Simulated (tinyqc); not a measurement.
Inside a calculation. Model: charge control and current of a heterostructure field-effect transistor. Computed by tinyqc, a small Python program that keeps every step. Command: `OMP_NUM_THREADS=1 python tinyqc.py 3007661 3007662 out.jsonl hemt walk`. One thread of a shared host (Intel(R) Xeon(R) Processor @ 2.30GHz), about 0.01 s of CPU time with the checks. Intermediate numbers are printed to about 6 digits and carried at full precision; extremes and crossings named in words are read from the listed rows.

Two subbands in a triangular well; E_F is counted from the conduction band edge of the channel at the interface.

Inputs (values chosen for the exercise, modelled on AlGaN/GaN):
```
quantity                                  value    unit
channel mass m                              0.2     m_0
permittivity eps (barrier and channel)     9.43       -
barrier thickness d                          16      nm
Schottky barrier phi_B                      1.2      eV
conduction band offset dE_c                0.42      eV
polarisation charge sigma/e             1.6e+13  1/cm^2
gate voltage V_G                           -0.9       V
temperature T                                77       K
mixing                                        1       -
iteration cap                                 4       -
```

Charge source: polarisation. Velocity law: smooth.

Constants: e = 1.602176634e-19 C; eps_0 = 8.8541878128e-12 F/m; k_B = 8.617333262e-05 eV/K; hbar = 1.054571817e-34 J s; m_0 = 9.1093837015e-31 kg; k_B = 1.380649e-23 J/K.

## Threshold and barrier capacitance

Threshold V_T = phi_B - dE_c - sigma d/(eps eps_0) (in volts); C_b = eps eps_0/d.

threshold voltage V_T = -4.13236 V

barrier capacitance C_b = 0.521844 microfarad/cm^2

The device is normally on.

## First iteration

Charge control: n_s = C_b (V_G - V_T - E_F/e)/e. Well: mean field F = e n_s/(2 eps eps_0), E_i = (hbar^2/2m)^(1/3) [(3 pi e F/2)(i + 3/4)]^(2/3), i = 0, 1; n_s = D k_B T sum_i ln(1 + exp((E_F - E_i)/k_B T)), D = m/(pi hbar^2), which is solved in closed form for E_F. Iteration from n_s = C_b (V_G - V_T)/(2e): E_F from n_s, n_out from the charge control, n_new = n_s + mixing (n_out - n_s), kept above n_s/10; stop when |n_out/n_s - 1| < 1e-9.

starting n_s = 5.26404e+12 1/cm^2

E_0 = 182.414 meV

E_1 = 320.905 meV

E_F = 245.421 meV

n_out = 9.72873e+12 1/cm^2

## Sheet density

The formulas are those given above.

Course of the iteration:
```
iteration  n_s (1/cm^2)  E_F (meV)  |n_out/n_s - 1|
1           5.26404e+12    245.421      8.48147e-01
2           9.72873e+12    391.163      4.87930e-02
3           9.25403e+12    376.470      5.17114e-03
4           9.30189e+12    377.958      5.21027e-04
```

sheet density n_s = 9.30189e+12 1/cm^2

The cap of 4 iterations was reached with a mismatch of 5.2e-4, far above the stop rule.

Reruns converge with iteration cap = 200; or with iteration cap = 200, mixing = 0.3.
